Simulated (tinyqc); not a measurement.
Worked calculation: linear model of a band gap against the share of exact exchange. Values are carried at full precision from step to step, so a last printed digit may differ when a step is redone from the rounded ones.

E(alpha) = E0 + S alpha. A wider gap screens less, modelled in the Penn form eps(alpha) = 1 + (e0 - 1)(EP/(EP + S alpha))^2 with a scale EP chosen for the exercise. A dielectric-dependent hybrid takes alpha = 1/eps.

Inputs chosen for the exercise (of the order of those of SiC; not measured data):
- E0 = 2.2 eV (gap of the semi-local functional)
- S = 6.37 eV (slope dE/d(alpha))
- e0 = 7 (optical dielectric constant at alpha = 0)
- EP = 18.3 eV (energy scale of the screening)
- Et = 3.31 eV (target gap)
- a_start = 0.25 (starting alpha)
- fv = 0.52 (share of the opening taken by the valence edge)
- Ed = 1.36 eV (defect level above the semi-local valence top)
- cd = 0 (shift of the level per unit opening, on the scale of the mean potential)

## Fixed shares

Gap, error against the target and eps for alpha = 0, 0.25 and 1/e0; and the alpha that meets the target, (Et - E0)/S.

Results:
```
alpha   E (eV)  E - Et (eV)    eps
0.0000   2.200       -1.110  7.000
0.2500   3.792        0.482  6.078
0.1429   3.110       -0.200  6.445
```

alpha for the target = 0.1743

A quarter of exact exchange overshoots the target by 0.48 eV: the material needs 0.174, and 1/e0 = 0.143 lies closer to it than 0.25 does.

## Self-consistent share

Iterate alpha -> 1/eps(alpha) seven times from a_start. The fixed point solves alpha eps(alpha) = 1; the contraction factor there is 2 (eps - 1) S/((EP + S alpha) eps^2).

Iterates:
```
step    alpha     eps  E (eV)
0     0.25000  6.0778  3.7925
1     0.16453  6.3676  3.2481
2     0.15705  6.3941  3.2004
3     0.15639  6.3965  3.1962
4     0.15634  6.3967  3.1959
5     0.15633  6.3967  3.1958
6     0.15633  6.3967  3.1958
7     0.15633  6.3967  3.1958
```

fixed point = 0.15633
contraction factor = 0.0871

The factor is positive, so the iterates approach from one side, the error shrinking to 0.09 of itself each step; the gap is within 0.01 eV of its limit from step 2. Self-consistency moves the gap by +0.086 eV against the one-shot choice 1/e0, since a wider gap screens less.

## Band edges and a deep level

The opening c = S alpha lowers the valence top by fv c and raises the conduction edge by (1 - fv) c, both against the mean potential; the level moves by cd c. Use the fixed point. Compare with stretching the level in proportion to the gap and with pinning it to either edge.

opening c = 0.996 eV

shifts of the valence and conduction edges (eV): [-0.518, 0.478]

level above the valence top = 1.878 eV
level below the conduction edge = 1.318 eV

level above the valence top: stretched, tied to the valence edge, tied to the conduction edge (eV): [1.976, 1.360, 2.356]

The three recipes err by +0.10, -0.52 and +0.48 eV against alignment through the mean potential. A localised level with cd = 0 stays put while the edges move away from it.

## Checks

- Fixed point by bisection against 60 substitutions: both 0.15633.

Computed by tinyqc, a small Python program: `OMP_NUM_THREADS=1 python tinyqc.py 1850229 1850230 out.jsonl` (the numbers bound the seed that draws the inputs); one thread of a shared host (Intel(R) Xeon(R) Processor @ 2.30GHz), about 0.01 s for the whole set of steps.
